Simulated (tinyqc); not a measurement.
What moves the results: two-band k.p model of the Delta valleys near the X point under shear strain. A value that a table varies takes the place of the one given here.

Valley pair on the [001] axis, kz counted from the X point, c = hbar^2/2m0, k0 = kx0 2 pi/a. H = (c kz^2/ml + c (kx^2 + ky^2)/mt + c k0^2/ml) 1 + (2 c k0 kz/ml) sigma_z + (D exy - 2 c kx ky/Mp) sigma_x, so E = c kz^2/ml + c (kx^2 + ky^2)/mt + c k0^2/ml -/+ sqrt((2 c k0 kz/ml)^2 + (D exy - 2 c kx ky/Mp)^2). Without strain the lower band has its minima, E = 0, at kz = +/- k0. Shifts from diagonal strain are left out.

For |eta| < 1: k_min = k0 sqrt(1 - eta^2), E_min = -Delta eta^2/2, ml(eta) = ml/(1 - eta^2), 1/m[110] = 1/mt + eta/Mp, 1/m[1-10] = 1/mt - eta/Mp. For |eta| > 1 the minimum sits at X: E_min = -Delta (2 |eta| - 1)/2, ml(eta) = ml/(1 - 1/|eta|), and eta is replaced by its sign in the transverse masses. Here Delta = 2 c k0^2/ml and eta = D exy/Delta.

s11 = (C11 + C12)/((C11 - C12)(C11 + 2 C12)), s12 = -C12/((C11 - C12)(C11 + 2 C12)), s44 = 1/C44; exx = s11 sxx + s12 (syy + szz) and cyclic, exy = s44 sxy/2; tension is positive. A uniaxial stress X along the unit vector n is s_ij = X n_i n_j.

Constants: hbar^2/2m0 = 3.80998211 eV angstrom^2; kB = 8.617333262e-05 eV/K.

Values chosen for the exercise (near those of Si; shifted at random, so the results belong to these values and not to a real crystal): a = 5.434 angstrom (lattice constant); ml = 0.908 m0 (longitudinal mass); mt = 0.198 m0 (transverse mass); kx0 = 0.149 2 pi/a (distance of the minimum from X); D = 15.2 eV (shear deformation potential); Mp = 0.244 m0 (coupling mass); C11 = 167.8 GPa; C12 = 64.6 GPa; C44 = 80.7 GPa; Xu = 9.45 eV (uniaxial potential); T = 350 K (temperature); exy = -0.0021 (shear strain).

## Sweep of the shear strain

Delta = 2 c k0^2/ml, eta = D exy/Delta.

The minimum:

| exy | eta | k_min/k0 | E_min (meV) | ml(eta) | m[110] | m[1-10] | density-of-states mass |
|---|---|---|---|---|---|---|---|
| 0.0000 | 0.000 | 1.000 | 0.0 | 0.908 | 0.1980 | 0.1980 | 0.329 |
| 0.0016 | 0.098 | 0.995 | -1.2 | 0.917 | 0.1835 | 0.2150 | 0.331 |
| 0.0041 | 0.250 | 0.968 | -7.8 | 0.969 | 0.1646 | 0.2484 | 0.341 |
| 0.0082 | 0.500 | 0.866 | -31.2 | 1.211 | 0.1408 | 0.3334 | 0.385 |
| 0.0123 | 0.751 | 0.661 | -70.2 | 2.079 | 0.1231 | 0.5065 | 0.506 |
| 0.0147 | 0.897 | 0.442 | -100.2 | 4.648 | 0.1146 | 0.7277 | 0.729 |
| 0.0197 | 1.202 | 0.000 | -174.9 | 5.400 | 0.1093 | 1.0503 | 0.853 |
| 0.0262 | 1.599 | 0.000 | -273.7 | 2.424 | 0.1093 | 1.0503 | 0.653 |

The valleys reach X at eta = 1, that is exy = 0.0164. The shift is quadratic up to eta = 1 (-7.8 meV at eta = 0.25, -31.2 meV at 0.50) and linear beyond, while 1/m[110] rises linearly, taking m[110] from 0.198 to its floor 0.1093, a gain of 81 % in 1/m. ml(eta) diverges at eta = 1; the largest value listed is 5.40. A deformation-potential model with fixed masses misses all of this.

## Tension along [110]: repopulation and mass change

The z valleys move against the x and y valleys by Xu (ezz - exx) and, through the shear, by E_min. Share of the z valleys n = w/(w + 2 exp(dE/kT)), dE the total relative shift, w = sqrt(ml(eta) m[110] m[1-10]/(ml mt^2)). Along [110]: 1/m_c = n/m[110] + (1 - n)(1/ml + 1/mt)/2. Fixed masses means E_min = 0, w = 1, m[110] = mt. Gains are against 3/(1/ml + 2/mt) at a fixed scattering time.

Results:

| X (GPa) | Xu (ezz - exx) (meV) | E_min (meV) | m[110] | m_c fixed masses | m_c with shear | gain fixed (%) | gain with shear (%) |
|---|---|---|---|---|---|---|---|
| 0.00 | 0.0 | 0.0 | 0.1980 | 0.2678 | 0.2678 | 0.0 | 0.0 |
| 0.25 | -11.4 | -0.3 | 0.1907 | 0.2558 | 0.2502 | 4.7 | 7.0 |
| 0.50 | -22.9 | -1.1 | 0.1839 | 0.2442 | 0.2314 | 9.7 | 15.7 |
| 1.00 | -45.8 | -4.5 | 0.1717 | 0.2248 | 0.1966 | 19.1 | 36.2 |
| 1.50 | -68.7 | -10.0 | 0.1610 | 0.2121 | 0.1714 | 26.3 | 56.2 |
| 2.00 | -91.6 | -17.8 | 0.1515 | 0.2050 | 0.1552 | 30.6 | 72.5 |
| 3.00 | -137.4 | -40.1 | 0.1356 | 0.1996 | 0.1359 | 34.2 | 97.0 |

At 1 GPa repopulation alone gives 19.1 % and the shear terms raise it to 36.2 %. From 2 to 3 GPa the fixed-mass gain grows by 3.5 points, towards its ceiling of 35.3 % when all electrons sit in the z valleys, whereas the gain with shear grows by 24.5 points because m[110] keeps falling.

## What each parameter does

Delta = 2 c k0^2/ml, eta = D exy/Delta. Each row changes one parameter from the base and keeps the others.

Results:

| case | eta | E_min (meV) | ml(eta) (m0) | m[110] (m0) | m[1-10] (m0) |
|---|---|---|---|---|---|
| base | -0.1281 | -2.05 | 0.9232 | 0.2210 | 0.1793 |
| ml = 0.97156 m0 | -0.1371 | -2.19 | 0.9902 | 0.2228 | 0.1782 |
| mt = 0.18414 m0 | -0.1281 | -2.05 | 0.9232 | 0.2039 | 0.1679 |
| kx0 = 0.13857 2 pi/a | -0.1482 | -2.36 | 0.9284 | 0.2251 | 0.1767 |
| D = 14.136 eV | -0.1192 | -1.77 | 0.9211 | 0.2192 | 0.1805 |
| Mp = 0.26108 m0 | -0.1281 | -2.05 | 0.9232 | 0.2193 | 0.1805 |
| exy = -0.00195 | -0.1190 | -1.76 | 0.9210 | 0.2192 | 0.1806 |

The largest shifts from the base row, up to three for each result and ties (the steps differ in size, so this ranks the rows, not the parameters). eta: kx0 -0.0200, exy +0.0092, ml -0.0090, D +0.0090; unchanged at the printed digits by mt and Mp. E_min (meV): kx0 -0.32, exy +0.28, D +0.28; unchanged at the printed digits by mt and Mp. ml(eta) (m0): ml +0.0670, kx0 +0.0052, exy -0.0021, D -0.0021; unchanged at the printed digits by mt and Mp. m[110] (m0): mt -0.0171, kx0 +0.0041, exy -0.0018, ml +0.0018, D -0.0018. m[1-10] (m0): mt -0.0114, kx0 -0.0026, exy +0.0012, D +0.0012, ml -0.0012.

Computed by tinyqc, a small Python program: `OMP_NUM_THREADS=1 python tinyqc.py 1050264 1050265 out.jsonl` (the numbers bound the seed that draws the inputs); one thread of a shared host (Intel(R) Xeon(R) Processor @ 2.30GHz), about 0.01 s for the whole set of steps.
